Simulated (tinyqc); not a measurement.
Short-channel transistor, virtual-source model with series resistance: effect of the temperature on the on and off currents.

The current per gate width is the charge at the top of the source barrier (the virtual source) times its velocity times a saturation function; al and be are fitting constants of the model. Units: I in uA/um, Rs in ohm um, so I Rs = 1e-6 I Rs in volts; Q in uC/cm^2, so I = 1e-4 Q vx0 Fsat with vx0 in cm/s.

Intrinsic voltages Vg' = Vgs - I Rs, Vd' = Vds - 2 I Rs. n = n0 + nd Vd', VT = VT0 - dl Vd', Ff = 1/(1 + exp((Vg' - VT + al Vt/2)/(al Vt))), Q = Cinv n Vt ln(1 + exp((Vg' - VT + al Vt Ff)/(n Vt))), Vdsat = (vx0 L/mu)(1 - Ff) + Vt Ff, Fsat = u/(1 + u^be)^(1/be) with u = Vd'/Vdsat, and I = Q vx0 Fsat per width. I is solved self-consistently. Ion is I at Vgs = Vds = 1 V, Ioff at Vgs = 0, Vds = 1 V, and Rlin = Vds/I at Vgs = 1 V, Vds = 0.05 V. mu, vx0, VT0, dl and n0 are held fixed.

Inputs (values chosen for the exercise):
- Cinv = 1.4 uF/cm^2 (inversion capacitance)
- vx0 = 3.27e7 cm/s (velocity at the virtual source)
- mu = 510 cm^2/(V s) (apparent mobility)
- L = 90 nm (channel length)
- VT0 = 0.397 V (threshold at zero drain voltage)
- dl = 0.13 V/V (drain-induced barrier lowering)
- n0 = 1.53 (subthreshold factor)
- nd = 0.05 1/V (growth of n with drain voltage)
- al = 3.5 (threshold shift (in units of Vt) from weak to strong inversion)
- be = 1.4 (sharpness of saturation)
- Rs = 150 ohm um (series resistance of each contact)

Constants: q = 1.602176634e-19 C, kB = 1.380649e-23 J/K, Vt = kB T/q. Results are converted to the units shown.

Result of one run:
```
Ion (uA/um)	Ioff (nA/um)	log10(Ion/Ioff)	Rlin (ohm um)
1352	60.05	4.352	514.7
```

Which temperature T gave this result: 200, 320, 350 or 380 K?

T = 200 K.

The whole series:
```
T (K)	Ion (uA/um)	Ioff (nA/um)	log10(Ion/Ioff)	Rlin (ohm um)
200	1352	60.05	4.352	514.7
230	1352	239.2	3.752	514.7
260	1353	690.1	3.292	514.6
290	1353	1589	2.930	514.5
320	1354	3108	2.639	514.4
350	1355	5380	2.401	514.2
380	1357	8489	2.204	513.9
410	1359	1.246e4	2.037	513.5
```

As T goes from 200 to 410 K, Ion rises from 1350 to 1360 uA/um, Ioff rises from 60.1 to 12500 nA/um and Rlin stays near 514 ohm um. Ion changes by a factor of 1.00 and Ioff by 208. For T = 290 to 410 K the off current passes 1 uA/um, so the device is hardly off at Vgs = 0.

Program tinyqc, `OMP_NUM_THREADS=1 python tinyqc.py 2380072 2380073 out.jsonl`; Intel Xeon 2.30GHz, shared host, one thread, about 0.01 s.
